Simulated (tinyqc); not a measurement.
Capacitance of parallel on-chip lines from Laplace's equation on a mesh: two steps of the calculation.

Cross-section of an endless row of equal lines between two grounded planes; neighbours are driven in antiphase (+1 V and -1 V), so the plane midway between two lines is at 0 V. By symmetry one quarter is solved: x runs from the centre of a line (column 0, mirror) to that midplane (column 4, 0 V), y from the mid-height of the line (row 0, mirror) to the ground plane (row 4, 0 V). The line fills columns 0 to 2 and rows 0 to 2 at 1 V. Cells beside the line (below row 2) have e2, cells above have e1. Each link between nodes has the conductance g = mean permittivity of the two cells beside it (a cell beyond a mirror counts as 0), and the free nodes obey sum g (V_neighbour - V) = 0.

Inputs (values chosen for the exercise):
```
symbol  value  unit                                          meaning
e1        4.2        relative permittivity above and below the lines
e2        2.4                relative permittivity between the lines
om          1                                 over-relaxation factor
```

Constants: eps0 = 8.8541878128e-12 F/m. Results are converted to the units shown.

Task 1. Relaxation sweep. One sweep visits the free nodes row by row from row 0, left to right, and replaces V by V + om (weighted mean of the neighbours - V), using new values at once.

V after sweep 1 (V):
```
	col 0	col 1	col 2	col 3	col 4
row 0	1.0000000	1.0000000	1.0000000	0.2500000	0.0000000
row 1	1.0000000	1.0000000	1.0000000	0.3125000	0.0000000
row 2	1.0000000	1.0000000	1.0000000	0.3068182	0.0000000
row 3	0.2500000	0.3125000	0.3281250	0.1587358	0.0000000
row 4	0.0000000	0.0000000	0.0000000	0.0000000	0.0000000
```

gx:
```
	col 0	col 1	col 2	col 3
row 0	1.2	1.2	1.2	1.2
row 1	2.4	2.4	2.4	2.4
row 2	3.3	3.3	3.3	3.3
row 3	4.2	4.2	4.2	4.2
row 4	2.1	2.1	2.1	2.1
```

gy:
```
	col 0	col 1	col 2	col 3	col 4
row 0	1.2	2.4	2.4	2.4	1.2
row 1	1.2	2.4	2.4	2.4	1.2
row 2	2.1	4.2	4.2	4.2	2.1
row 3	2.1	4.2	4.2	4.2	2.1
```

Find: V after sweep 2.

Result 1.

V after sweep 2 (V):
```
	col 0	col 1	col 2	col 3	col 4
row 0	1.0000	1.0000	1.0000	0.4062	0.0000
row 1	1.0000	1.0000	1.0000	0.4283	0.0000
row 2	1.0000	1.0000	1.0000	0.3784	0.0000
row 3	0.4062	0.4336	0.3981	0.1941	0.0000
row 4	0.0000	0.0000	0.0000	0.0000	0.0000
```

Task 2. Capacitance per length. C = 4 eps0 sum g (difference of V)^2 over all links (twice the energy of the four quarters, line at 1 V). Plate estimate without fringing: eps0 [2 e1 w/hd + 2 e2 t/(s/2)], w = 4 hx, t = 4 hx, s/2 = 2 hx, hd = 2 hx.

converged V (V):
```
	col 0	col 1	col 2	col 3	col 4
row 0	1.0000000	1.0000000	1.0000000	0.4858783	0.0000000
row 1	1.0000000	1.0000000	1.0000000	0.4717567	0.0000000
row 2	1.0000000	1.0000000	1.0000000	0.4011483	0.0000000
row 3	0.4886716	0.4773433	0.4207014	0.2054624	0.0000000
row 4	0.0000000	0.0000000	0.0000000	0.0000000	0.0000000
```

gx:
```
	col 0	col 1	col 2	col 3
row 0	1.2	1.2	1.2	1.2
row 1	2.4	2.4	2.4	2.4
row 2	3.3	3.3	3.3	3.3
row 3	4.2	4.2	4.2	4.2
row 4	2.1	2.1	2.1	2.1
```

gy:
```
	col 0	col 1	col 2	col 3	col 4
row 0	1.2	2.4	2.4	2.4	1.2
row 1	1.2	2.4	2.4	2.4	1.2
row 2	2.1	4.2	4.2	4.2	2.1
row 3	2.1	4.2	4.2	4.2	2.1
```

Find: C; plate estimate.

Result 2.

C = 338.7 aF/um
plate estimate = 233.8 aF/um

Computed by the program tinyqc: `OMP_NUM_THREADS=1 python tinyqc.py 2790142 2790143 out.jsonl`, one thread of a shared Intel Xeon 2.30GHz, about 0.6 s for the whole run.
